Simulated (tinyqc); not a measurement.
Spectrum around the gap: Franz-Keldysh effect at a direct gap.

Parabolic bands, vertical transitions, no excitons. For each hole band j: mr = me mj/(me + mj); joint density of states J_j(E) = (mr/c)^(3/2) sqrt(E - Eg)/(2 pi^2), both spins, c = hbar^2/2m0; averaged matrix element |e.p|^2 = m0 Ep/6; alpha_j(E) = 4 pi^2 alpha_f c Ep J_j/(3 nr E) in 1/angstrom (alpha_f the fine-structure constant, listed as alpha among the constants), times 1e8 for 1/cm.

In a field Fd (1 kV/cm = 1e-5 V/angstrom) the electro-optic energy of band j is th = (c (e Fd)^2/mr)^(1/3), and sqrt(E - Eg) in J_j is replaced by pi sqrt(th) [Ai'(b)^2 - b Ai(b)^2] with b = (Eg - E)/th; Ai is the Airy function.

Constants: hbar^2/2m0 = 3.80998211 eV angstrom^2; fine-structure constant alpha = 0.007297352564.

Inputs chosen for the exercise (near those of InP; the results hold for these values, not for the real material): Eg = 1.356 eV (direct gap); me = 0.0819 m0 (electron mass); mhh = 0.59 m0 (heavy-hole mass); mlh = 0.0923 m0 (light-hole mass); Ep = 20.5 eV (Kane energy); nr = 3.43 (refractive index); Fd = 25 kV/cm (uniform field).

Absorption (1/cm):
```
E - Eg (eV)  alpha(0)  alpha(F)  change
-0.0373             0     1.700       2
-0.0298             0     7.399       7
-0.0224             0     28.73      29
-0.0149             0     101.5     102
-0.0075             0     309.5     310
0.0000              0     821.9     822
0.0075           2680      1827    -853
0.0149           3757      3301    -456
0.0224           4581      4832     251
0.0298           5256      5703     447
0.0373           5849      5870      21
0.0447           6369      6141    -228
0.0596           7277      7372      95
0.0745           8051      8097      46
```

What can be read from this table?

At the gap alpha(F) = 822 1/cm; 29.8 meV below it 7.4 1/cm remain, the tail falling as exp(-(4/3) b^(3/2)). Among the energies listed the largest rise is 822 1/cm at E - Eg = 0.0 meV and the largest fall -853 1/cm at 7.5 meV. It changes sign between 0.0 and 7.5 meV, between 14.9 and 22.4 meV, between 37.3 and 44.7 meV and between 44.7 and 59.6 meV; th is 14.9 meV for heavy holes and 17.6 meV for light holes.

(tinyqc, `OMP_NUM_THREADS=1 python tinyqc.py 1650833 1650834 out.jsonl`, Intel(R) Xeon(R) Processor @ 2.30GHz, 1 thread, shared host, about 0.01 s.)
